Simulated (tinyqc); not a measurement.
Worked calculation: tight binding, honeycomb lattice. One step of it, computed by the program tinyqc.

Question. Bloch Hamiltonian at k. H_AB = -t1 (1 + exp(-i k.a1) + exp(-i k.a2)); H_AA = delta - 2 t2 sum cos(k.b + phi), H_BB = -delta - 2 t2 sum cos(k.b - phi), b = a1, a2 - a1, -a2.

Parameters chosen for this model:
```
parameter      value                        unit
t1          2.220000                 eV, nearest
t2          0.040000       eV, second neighbours
phi        -1.470000  rad, phase of t2 (Haldane)
delta              0          eV, +/- on A and B
```

k point k (fractions of the reciprocal vectors): [-0.160000, 0.090000]

Give: H(k) at k.

Answer.

H(k) at k (eV), order A, B:
$$\begin{pmatrix}
0.0191 & -5.2839-0.6849i \\
-5.2839+0.6849i & -0.0414
\end{pmatrix}$$
